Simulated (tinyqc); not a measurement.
Inputs raised by 2 %, one at a time: Born-von Karman spring model of a cubic crystal with one atom per cell. Computed by tinyqc, a small Python program. Command: `OMP_NUM_THREADS=1 python tinyqc.py 3024104 3024105 out.jsonl springs sens`. One thread of a shared host (Intel(R) Xeon(R) Processor @ 2.30GHz), about 0.3 s of CPU time with the checks.

First neighbours lie at a/2 (1,1,1) (8 of them), second at a (1,0,0) (6), with all permutations and signs; the volume per atom is Omega = a^3/2. Two shells of springs match a real metal only roughly, above all at the zone boundary.

Inputs (values chosen for the exercise, modelled on tungsten):

| quantity | value | unit |
|---|---|---|
| lattice constant a | 3.165 | angstrom |
| atomic mass M | 183.84 | u |
| radial spring k1L | 5.03 | eV/angstrom^2 |
| transverse spring k1T | -0.2 | eV/angstrom^2 |
| radial spring k2L | 3.8 | eV/angstrom^2 |
| transverse spring k2T | -0.029 | eV/angstrom^2 |

Lattice: bcc.

Constants: 1 eV/angstrom^3 = 160.2176634 GPa; u = 1.6605390666e-27 kg; nu for 1 eV/(angstrom^2 u) = 15.6333042 THz; hbar = 1.054571817e-34 J s; k_B = 1.380649e-23 J/K.

Method:
- [ij,kl] = (1/(2 Omega)) sum_R K_ij R_k R_l; C11 = [xx,xx], C44 = [xx,yy], C12 = 2 [xy,xy] - C44; B = (C11 + 2 C12)/3; Zener ratio A = 2 C44/(C11 - C12). K(R) = kL n n^T + kT (1 - n n^T).
- rho = M/Omega and v = sqrt(C/rho), with C = C11, C44, C44 along [100]; (C11 + C12 + 2 C44)/2, C44, (C11 - C12)/2 along [110]; (C11 + 2 C12 + 4 C44)/3 and twice (C11 - C12 + C44)/3 along [111].
- A neighbour at R with unit vector n couples by the matrix K(R) = kL n n^T + kT (1 - n n^T), and D(q) = (1/M) sum_R K(R) [1 - cos(q.R)].
- An eigenvalue lambda of D in eV/(angstrom^2 u) gives nu = 15.6333042 THz x sqrt(lambda).
- Take the highest frequency at H = (1, 0, 0) (2 pi/a).
- Christoffel matrix G_xx = C11 n_x^2 + C44 (1 - n_x^2), G_xy = (C12 + C44) n_x n_y, with eigenvalues rho v^2; v_m^-3 is the mean of v^-3 over three branches and all directions (12 Gauss-Legendre points in cos(theta) times 24 angles phi = (j + 1/2) pi/12); q_D = (6 pi^2/Omega)^(1/3); Theta = hbar v_m q_D/k_B.

Runs:

| input moved | from | to | C11 (GPa) | C44 (GPa) | highest frequency at H (THz) | elastic Debye temperature (K) |
|---|---|---|---|---|---|---|
| base run | - | - | 540.98 | 153.32 | 5.7296 | 380.66 |
| lattice constant a (angstrom) | 3.165 | 3.2283 | 530.37 | 150.31 | 5.7296 | 380.66 |
| atomic mass M (u) | 183.84 | 187.517 | 540.98 | 153.32 | 5.6731 | 376.91 |
| radial spring k1L (eV/angstrom^2) | 5.03 | 5.1306 | 544.37 | 156.71 | 5.7915 | 383.18 |
| radial spring k2L (eV/angstrom^2) | 3.8 | 3.876 | 548.67 | 153.32 | 5.7296 | 382.32 |
| transverse spring k1T (eV/angstrom^2) | -0.2 | -0.204 | 540.71 | 153.05 | 5.7246 | 380.31 |

Exponents ln(y'/y) / ln(x'/x):

| input | C11 | C44 | highest frequency at H | elastic Debye temperature |
|---|---|---|---|---|
| lattice constant a | -1.000 | -1.000 | 0.000 | 0.000 |
| atomic mass M | 0.000 | 0.000 | -0.500 | -0.500 |
| radial spring k1L | 0.316 | 1.106 | 0.543 | 0.333 |
| radial spring k2L | 0.713 | 0.000 | 0.000 | 0.219 |
| transverse spring k1T | -0.025 | -0.089 | -0.044 | -0.047 |

Among the inputs moved here: C11 answers most in size to lattice constant a (exponent -1.000), next to radial spring k2L (+0.713); its exponent is below 0.0005 for atomic mass M. Its exponent -1.000 in lattice constant a: at fixed springs C scales as k/a. C44 answers most in size to radial spring k1L (exponent +1.106), next to lattice constant a (-1.000); its exponent is below 0.0005 for atomic mass M, radial spring k2L. Its exponent -1.000 in lattice constant a: at fixed springs C scales as k/a. Highest frequency at H answers most in size to radial spring k1L (exponent +0.543), next to atomic mass M (-0.500); its exponent is below 0.0005 for lattice constant a, radial spring k2L. Its exponent -0.500 in atomic mass M: every frequency scales as M^(-1/2). Elastic Debye temperature answers most in size to atomic mass M (exponent -0.500), next to radial spring k1L (+0.333); its exponent is below 0.0005 for lattice constant a. Its exponent 0.000 in lattice constant a: v_m grows as a and q_D falls as 1/a. Its exponent -0.500 in atomic mass M: frequencies scale as M^(-1/2).

Extremes, crossings and ranges named in words are read from the listed rows.
